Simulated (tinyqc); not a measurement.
Van der Pauw, Hall and four-point-probe measurements on a doped layer: one step of the calculation.

A uniform n-type layer with sheet resistance Rs = 1/(q ns mu), point contacts, low field (mu B small).

Question. Resistances and Hall voltage. Rs = 1/(q ns mu). For a rectangle with contacts at the corners, RA = (8 Rs/pi) sum_(k>=0) ln coth((2k + 1) pi a/(2 b)) with current along a short side b and voltage along the opposite one, RB the same with a and b exchanged; Hall voltage VH = rH B I/(q ns), negative for electrons.

Inputs (values chosen for the exercise):
```
symbol,value,unit,meaning
ns,2.8e13,cm^-2,sheet density of the layer
mu,110,cm^2/(V s),drift mobility
rH,0.8,,Hall factor
B,2,T,magnetic field
I,50,uA,current
ar,2.12,,side ratio a/b of a rectangular sample with corner contacts
```

Constants: q = 1.602176634e-19 C. Results are converted to the units shown.

Wanted: Rs; RA; RB; VH.

Answer.

Rs = 2026.5 ohm/square
RA = 13.220 ohm
RB = 2514.3 ohm
VH = -1.7833 mV

RB/RA = 190; for a square both equal Rs ln 2/pi = 447 ohm.

Computed by the program tinyqc: `OMP_NUM_THREADS=1 python tinyqc.py 2850136 2850137 out.jsonl`, one thread of a shared Intel Xeon 2.30GHz, about 0.01 s for the whole run.
